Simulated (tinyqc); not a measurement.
From results back to parameters: ellipsoidal valleys in the axes of a wafer and a channel.

Problem. A valley whose axis makes az^2 = 0.111111 with the surface normal has 1/mz = az^2/ml + (1 - az^2)/mt and mz md^2 = ml mt^2. Its confinement and density-of-states masses are given, and ml > mt.

mz, md (m0): 0.0806034  0.3429752

Find: ml mt^2; mt; ml.

Solution. Put ml = (mz md^2)/mt^2 into the first relation and solve for mt below (mz md^2)^(1/3), the value at which ml = mt; a scan of that range finds one root.

ml mt^2 = 0.009482
mt = 0.072 m0
ml = 1.829 m0

Computed by tinyqc, a small Python program: `OMP_NUM_THREADS=1 python tinyqc.py 1850684 1850685 out.jsonl` (the numbers bound the seed that draws the inputs); one thread of a shared host (Intel(R) Xeon(R) Processor @ 2.30GHz), about 0.01 s for the whole set of steps.
